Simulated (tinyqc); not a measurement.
# Small-signal admittance of a forward-biased p+-n diode: two studies

Holes injected into a neutral base of width wb with an ohmic contact at its end; low injection, p0 far above the equilibrium density. A small voltage v exp(i w t), w = 2 pi f, modulates the edge density by p0 v/Vt, and the small-signal density obeys Dp d2p/dx2 = (1/tau + i w) p.

Values chosen for this exercise; permittivity close to that of 4H silicon carbide:
- T = 275 K (temperature)
- eps_r = 9.7 (relative permittivity)
- Nd = 1.4e16 cm^-3 (donor density of the base)
- Dp = 2.5 cm^2/s (hole diffusion coefficient)
- tau = 5e-8 s (hole lifetime)
- wb = 1.1 um (width of the neutral base)
- p0 = 1.7e13 cm^-3 (excess hole density at the junction edge)
- Na = 4e18 cm^-3 (acceptor density of the p+ side)
- Rs = 0.00014 ohm cm^2 (series resistance)
- f = 8.5e7 Hz (signal frequency)

Constants: q = 1.602176634e-19 C, kB = 1.380649e-23 J/K, Vt = kB T/q, eps0 = 8.8541878128e-14 F/cm where lengths are in cm. Results are converted to the units shown.

Each table varies one quantity; the others keep the values above.

## Admittance against frequency

L = sqrt(Dp tau); direct current J = (q Dp p0/L) coth(wb/L); k = sqrt(1 + i w tau)/L; diffusion admittance Y = (q Dp p0/Vt) k coth(k wb) = G + i w C_diff; junction capacitance C_j = sqrt(q eps0 eps_r Nd/(2 Vr)) in the depletion approximation, with the remaining barrier Vr = Vt ln(Na/p0), a rough value under forward bias; base-width modulation is left out. Measured admittance 1/[Rs + 1/(Y + i w C_j)].

The same in every row: C_j (uF/cm^2) = 0.05733.

Admittance against frequency:
```
f (Hz)    w tau  G (S/cm^2)  C_diff (uF/cm^2)  measured G (S/cm^2)  measured C (uF/cm^2)  phase of the measured Y (degrees)
2e5     0.06283       2.696          0.004161                2.695               0.06144                              1.641
9e5      0.2827       2.696          0.004161                2.695               0.06144                              7.346
4e6       1.257       2.697          0.004160                2.696               0.06144                              29.80
2e7       6.283       2.717          0.004151                2.724               0.06143                              70.56
7e7       21.99       2.941          0.004049                3.042               0.06132                              83.56
3e8       94.25       5.405          0.002979                7.206               0.06020                              86.37
1e9       314.2       10.21          0.001617                29.27               0.05862                              85.46
5e9        1571       22.78          7.248e-4                455.9               0.05417                              75.01
2e10       6283       45.56          3.625e-4                 3624               0.02824                              44.40
```

Read the table: what changes, and by how much?

G starts at J/Vt = 2.70 S/cm^2 and C_diff at (J tau/(2 Vt))(1 - 2 x/sinh 2x) = 0.00416 uF/cm^2, x = wb/L = 0.311. Between the last two rows G goes as f^(0.50) and C_diff as f^(-0.50); the limits are 1/2 and -1/2, reached when the signal penetrates only sqrt(Dp/w). The measured C is 0.075 % below C_diff + C_j in the first row and 51 % below it in the last, the difference being due to Rs.

## Effect of the excess hole density at the junction edge

Same model as above.

The same in every row: w tau = 26.704.

Results:
columns A: p0 (cm^-3); B: G (S/cm^2); C: C_diff (uF/cm^2); D: C_j (uF/cm^2); E: measured G (S/cm^2); F: measured C (uF/cm^2); G: phase of the measured Y (degrees)
```
A             B          C         D         E         F       G
1e9   1.7948e-4  2.3525e-7  0.042877  0.073592  0.042877  89.816
1e10  0.0017948  2.3525e-6  0.045300  0.083749  0.045302  89.802
1e11   0.017948  2.3525e-5  0.048188   0.11076  0.048211  89.754
1e13     1.7948  0.0023525  0.056135    1.9309  0.058457  86.461
1e14     17.948   0.023525  0.061934    18.193  0.085028  68.168
1e15     179.48    0.23525  0.070005    178.54   0.29033  40.974
```

Estimate the missing row, p0 = 1e12 cm^-3.

Computed row:
columns A: p0 (cm^-3); B: G (S/cm^2); C: C_diff (uF/cm^2); D: C_j (uF/cm^2); E: measured G (S/cm^2); F: measured C (uF/cm^2); G: phase of the measured Y (degrees)
```
A           B          C         D        E         F       G
1e12  0.17948  2.3525e-4  0.051709  0.28721  0.051941  89.407
```

With this row back in the table: As p0 goes from 1e9 to 1e15, G rises from 1.79e-4 to 179 S/cm^2, C_diff rises from 2.35e-7 to 0.235 uF/cm^2 and the measured C rises from 0.0429 to 0.290 uF/cm^2. C_diff exceeds C_j for p0 = 1e15.

Program tinyqc, `OMP_NUM_THREADS=1 python tinyqc.py 2890192 2890193 out.jsonl`; Intel Xeon 2.30GHz, shared host, one thread, about 0.01 s.
